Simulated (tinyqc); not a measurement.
# Double-gate transistor below threshold, two-dimensional Poisson equation on a small mesh: several studies

Half of a symmetric double-gate structure: row 0 is the mid-plane of the body, where the normal field vanishes. Mobile charge is neglected (subthreshold), the body is fully depleted, and potentials are counted from the intrinsic level; rows run upward to the gate, columns from source to drain.

Inputs (values chosen for the exercise); semiconductor permittivity made up: temperature T = 300 K; relative permittivity of the semiconductor eps_r = 8.27; relative permittivity of the insulator eox = 9; half the body thickness tb = 4 nm; insulator thickness tox = 3.4 nm; channel length L = 24 nm; acceptor density of the depleted body Na = 0 cm^-3; potential of the source Vbi = 0.48 V; gate offset Vfb = 0.14 V; gate voltage Vg = 0 V; drain voltage Vd = 1 V.

Constants: q = 1.602176634e-19 C, kB = 1.380649e-23 J/K, Vt = kB T/q, eps0 = 8.8541878128e-14 F/cm where lengths are in cm. Results are converted to the units shown.

Each table varies one quantity; the others keep the values above.

## Effect of the channel length

Mesh: rows i = 0..12 in the semiconductor (step hs = tb/12, row 12 on the interface), then 8 step(s) ho = tox/8 up to the gate row 20; columns j = 0..80 (step hy = L/80). Box integration, divided by eps0: up_i = eps hy/h of the interval above row i, dn_i = that of the interval below (0 for row 0), lat_i = (sum of eps h/2 over the intervals above and below)/hy, s_i = -q Na w_i hy/eps0 with w_i the semiconductor height of the box (hs/2 for row 0 and the interface row, hs between, 0 in the insulator). Each free node obeys (up + dn + 2 lat) psi = up psi(above) + dn psi(below) + lat [psi(left) + psi(right)] + s. Fixed values: gate row Vg - Vfb; column 0 at Vbi and the last column at Vbi + Vd in the semiconductor, each running linearly to Vg - Vfb across the insulator. The system is solved directly. On row 0 the minimum of psi and its place come from a parabola through the three lowest nodes; barrier = Vbi - minimum, swing = Vt ln 10/(d psi/dVg), DIBL = (d psi/dVd)/(d psi/dVg) there. Lambda = pi/k with k the smallest positive root of tan(k tox) tan(k tb) = eox/eps_r.

Result of one run:

| L (nm) | L/Lambda | barrier (V) | place y/L | swing (mV/decade) | DIBL (mV/V) |
|---|---|---|---|---|---|
| 16 | 1.110 | 0.2290 | 0.3455 | 109.0 | 200.5 |

What becomes of these results when the channel length L is changed from 16 to 50 nm, all else the same?

Result of the changed run:

| L (nm) | L/Lambda | barrier (V) | place y/L | swing (mV/decade) | DIBL (mV/V) |
|---|---|---|---|---|---|
| 50 | 3.469 | 0.6098 | 0.4559 | 60.21 | 3.195 |

The whole series:

| L (nm) | L/Lambda | barrier (V) | place y/L | swing (mV/decade) | DIBL (mV/V) |
|---|---|---|---|---|---|
| 13 | 0.9018 | 0.1076 | 0.2851 | 159.0 | 332.7 |
| 16 | 1.110 | 0.2290 | 0.3455 | 109.0 | 200.5 |
| 19 | 1.318 | 0.3301 | 0.3770 | 88.81 | 127.5 |
| 23 | 1.596 | 0.4293 | 0.4018 | 75.77 | 73.56 |
| 28 | 1.942 | 0.5085 | 0.4206 | 68.01 | 39.09 |
| 34 | 2.359 | 0.5618 | 0.4350 | 63.66 | 19.19 |
| 42 | 2.914 | 0.5956 | 0.4475 | 61.19 | 7.742 |
| 50 | 3.469 | 0.6098 | 0.4559 | 60.21 | 3.195 |

As L goes from 13 to 50 nm, the barrier rises from 0.108 to 0.610 V, the swing falls from 159 to 60.2 mV a decade and DIBL falls from 333 to 3.19 mV/V; the ideal swing is 59.5. L/Lambda goes from 0.90 to 3.5. Between the last two rows DIBL decays with a length of 9.04 nm; 2 Lambda/pi is 9.18 nm. At L = 13 nm the barrier is under 6 Vt, so mobile charge, neglected here, begins to count.

## Effect of the gate voltage

Same model as above.

Effect of the gate voltage:

| Vg (V) | L/Lambda | barrier (V) | place y/L | swing (mV/decade) | DIBL (mV/V) |
|---|---|---|---|---|---|
| -0.2 | 1.665 | 0.6108 | 0.4223 | 73.11 | 69.77 |
| -0.12 | 1.665 | 0.5458 | 0.4167 | 73.31 | 67.88 |
| -0.04 | 1.665 | 0.4809 | 0.4101 | 73.56 | 65.74 |
| 0.04 | 1.665 | 0.4163 | 0.4022 | 73.88 | 63.31 |
| 0.12 | 1.665 | 0.3520 | 0.3928 | 74.32 | 60.51 |
| 0.2 | 1.665 | 0.2882 | 0.3810 | 74.93 | 57.24 |

Read the table: what changes, and by how much?

As Vg goes from -0.2 to 0.2 V, the barrier falls from 0.611 to 0.288 V, the swing rises from 73.1 to 74.9 mV a decade and DIBL falls from 69.8 to 57.2 mV/V; the ideal swing is 59.5. The barrier top moves from y/L = 0.422 to 0.381, towards the source.

## Effect of the relative permittivity of the insulator

Same model as above.

Effect of the relative permittivity of the insulator:

| eox | L/Lambda | barrier (V) | place y/L | swing (mV/decade) | DIBL (mV/V) |
|---|---|---|---|---|---|
| 3.9 | 1.244 | 0.3212 | 0.3708 | 90.26 | 133.0 |
| 5.9 | 1.449 | 0.3924 | 0.3914 | 80.09 | 92.04 |
| 8.8 | 1.653 | 0.4460 | 0.4057 | 73.97 | 65.75 |
| 13 | 1.851 | 0.4846 | 0.4159 | 70.16 | 48.76 |
| 20 | 2.057 | 0.5145 | 0.4241 | 67.49 | 36.63 |
| 30 | 2.234 | 0.5334 | 0.4297 | 65.91 | 29.35 |

What does the comparison show?

As eox goes from 3.9 to 30, the barrier rises from 0.321 to 0.533 V, the swing falls from 90.3 to 65.9 mV a decade and DIBL falls from 133 to 29.4 mV/V; the ideal swing is 59.5. L/Lambda goes from 1.2 to 2.2.

Program tinyqc, `OMP_NUM_THREADS=1 python tinyqc.py 2480145 2480146 out.jsonl`; Intel Xeon 2.30GHz, shared host, one thread, about 0.1 s.
